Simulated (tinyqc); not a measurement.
From results back to parameters: carrier statistics of a doped semiconductor with parabolic bands. Two cases, with inputs chosen for the exercise.

Problem. With Boltzmann statistics and no minority carriers, p (p + ND)/(NA - ND - p) = K(T) = (N(T)/4) exp(-E/kB T), E the ionisation energy of the majority dopant and N = 2 (m kB T/(4 pi c))^(3/2) with c = hbar^2/2m0, in 1/angstrom^3; times 1e24 for 1/cm^3, m = m_d. The density below was computed from a hidden E.

Constants: hbar^2/2m0 = 3.80998211 eV angstrom^2; kB = 8.617333262e-05 eV/K.

Case 1.

Values chosen (near those of InAs; shifted at random, so the results belong to these values and not to a real crystal): NA = 1.1e+17 1/cm^3 (acceptors); ND = 5.9e+12 1/cm^3 (donors); m_d = 0.423 m0 (density-of-states mass of the majority band); Ta = 16 K.

p(Ta) = 2.2255e+14 1/cm^3

Case 2.

Values chosen (near those of Ge; shifted at random, so the results belong to these values and not to a real crystal): NA = 3.3e+15 1/cm^3 (acceptors); ND = 2.9e+12 1/cm^3 (donors); m_d = 0.333 m0 (density-of-states mass of the majority band); Ta = 12 K.

p(Ta) = 2.7459e+13 1/cm^3

Find: K(Ta); E.

Solution. The left side gives K; then E = kB T ln(N/(4 K)).

Case 1.

K(Ta) = 4.63e+11 1/cm^3
E = 0.0148 eV

Case 2.

K(Ta) = 2.55e+11 1/cm^3
E = 0.0109 eV

Computed by tinyqc, one run a case: `OMP_NUM_THREADS=1 python tinyqc.py N N+1 out.jsonl` with N = 1651559, 1651590; one thread of a shared Intel(R) Xeon(R) Processor @ 2.30GHz, about 0.01 s a run at most.
